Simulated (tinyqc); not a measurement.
Comparisons within one model: valley splitting in a one-orbital chain of atomic planes (second-neighbour model). A value that a table varies takes the place of the one given here.

Each (001) plane carries one orbital with energy e0, hopping v to the next plane and u to the second: E(phi) = e0 + 2 v cos(phi) + 2 u cos(2 phi), where phi = pi - k a/4 (the sign of every second orbital is chosen so that v > 0, which shifts the phase by pi). The minimum lies at cos(phi0) = -v/(4u), phi0 = pi - (pi/2) k0 for a valley at k0 (2 pi/a), and e0 puts it at zero. A slab of N planes has hard walls: the matrix simply ends.

A well of Nw planes between barriers of 40 planes each (as of a SiGe alloy, taken as an offset alone). With x = j - 39.5 for plane j = 0, 1, ..., the potential is V0 (f(x) + f(Nw - x)) + F (j - 40) a/4, f(y) = 1/(1 + exp(y/L)), a step for L = 0; L is in planes, 4 L is about the distance over which f goes from 0.88 to 0.12, and 1 MV/m = 1e-4 V/angstrom.

Constants: hbar^2/2m0 = 3.80998211 eV angstrom^2.

Inputs chosen for the exercise (near those of the Delta valleys of silicon; abrupt walls in this chain split the valleys several times more than measured wells; not measured data):
- a = 5.425 angstrom (lattice constant; planes lie a/4 apart)
- ml = 0.942 m0 (longitudinal mass)
- N0 = 57 (first number of planes)
- Nf = 80 (planes in the thick slab)
- V0 = 0.18 eV (barrier height)
- F = 8 MV/m (field)
- Nw = 40 (planes in the well)
- k0 = 0.84 2 pi/a (position of the valley)

## Splitting against the number of planes

u = 0.585948 eV
v = 0.582877 eV
e0 = 1.316851 eV
phi0 = 1.822124 rad

Ten slabs from N0 on, of thickness (N - 1) a/4 between the outer planes. Effective mass: E1 = (c/ml)(pi/W)^2 with W = (N + 2) a/4: the amplitude vanishes on two missing planes at each end, and the envelope has its nodes N + 2 spacings apart. Large-N estimate of the splitting: 16 pi^2 u |sin(phi0) sin((N + 2) phi0)|/(N + 2)^3.

Doublet (meV):
```
N   thickness (angstrom)  mean level  effective mass  splitting  estimate
57                 75.95        6.23            6.23      0.285     0.278
58                 77.31        6.02            6.03      0.236     0.244
59                 78.66        5.83            5.83      0.369     0.367
60                 80.02        5.64            5.65      0.039     0.047
61                 81.38        5.47            5.47      0.354     0.356
62                 82.73        5.29            5.30      0.132     0.126
63                 84.09        5.13            5.14      0.260     0.264
64                 85.44        4.98            4.98      0.244     0.240
65                 86.80        4.83            4.83      0.122     0.127
66                 88.16        4.69            4.69      0.281     0.280
```

The mean level falls smoothly, from 6.2 to 4.7 meV, within 0.2 % of the effective-mass value. The splitting swings between 0.039 (N = 60) and 0.369 meV (N = 59): one plane more or less changes the phase between the two walls by phi0 = 1.822 rad. The estimate misses the computed values by at most 0.008 meV.

## Splitting against the electric field

A thick slab in a field F: plane j = 0, 1, ... gains the energy F j a/4 (1 MV/m = 1e-4 V/angstrom), which presses the electron against the first wall. The exponent is the slope of ln(splitting) against ln F between 20 and 50 MV/m.

Doublet:
```
F (MV/m)  mean level (meV)  splitting (meV)  splitting/F (meV per MV/m)
1                     8.18           0.1999                      0.1999
2                    12.40           0.3001                      0.1500
5                    22.43           0.7012                      0.1402
10                   35.17           1.4013                      0.1401
20                   54.94           2.8039                      0.1402
30                   71.17           4.2075                      0.1403
50                   98.32           7.0174                      0.1403
```

exponent = 1.00

The splitting goes from 0.1999 to 7.0174 meV. At high field it grows as F^1.00: at a single hard wall it follows the squared slope of the envelope, which is proportional to F, while the level itself grows about as F^(2/3) (here F^0.64). A hard wall is the sharpest interface possible; real Si interfaces split several times less. At the lowest fields the second wall still interferes, so the last column is not yet constant.

## Sharp and graded interfaces

The lowest doublet for several interface widths L.

Doublet:
```
L (planes)  4 L (angstrom)  mean level (meV)  splitting (micro-eV)
0.00                  0.00             27.93               1212.93
0.25                  1.36             28.07                650.84
0.50                  2.71             28.29                130.39
0.75                  4.07             28.59                 23.21
1.00                  5.42             28.96                  3.90
1.50                  8.14             29.96                  0.10
2.00                 10.85             31.24                  0.00
```

The mean level moves by +3.3 meV over the table, while the splitting falls from 1212.9 micro-eV at a step to 3.90 at L = 1 plane, a factor 311. Coupling the valleys needs the Fourier component of the potential at twice the valley wave vector, a period of a few planes, and grading removes it. Random alloy disorder, left out here, sets the splitting once this part is gone.

## What each parameter does

Step interfaces (L = 0). u, v, e0 follow from 8 u sin^2(phi0) = (2c/ml)/(a/4)^2, v = -4u cos(phi0), e0 = 2u + v^2/(4u), c = hbar^2/2m0. Each row changes one parameter from the base and keeps the others.

Results:
```
case              mean level (meV)  splitting (micro-eV)
base                         27.93                1212.9
k0 = 0.85 2 pi/a             27.92                1120.4
ml = 1.036 m0                27.00                1196.2
V0 = 0.27 eV                 28.76                1242.4
F = 16 MV/m                  41.58                2257.5
Nw = 41                      27.85                1162.2
```

The largest shifts from the base row, up to three for each result and ties (the steps differ in size, so this ranks the rows, not the parameters). mean level (meV): F +13.66, ml -0.93, V0 +0.84. splitting (micro-eV): F +1044.6, k0 -92.5, Nw -50.7.

Run: tinyqc, `OMP_NUM_THREADS=1 python tinyqc.py 1480933 1480934 out.jsonl`; Intel(R) Xeon(R) Processor @ 2.30GHz, one thread, shared host; about 0.01 s of CPU time with all checks.
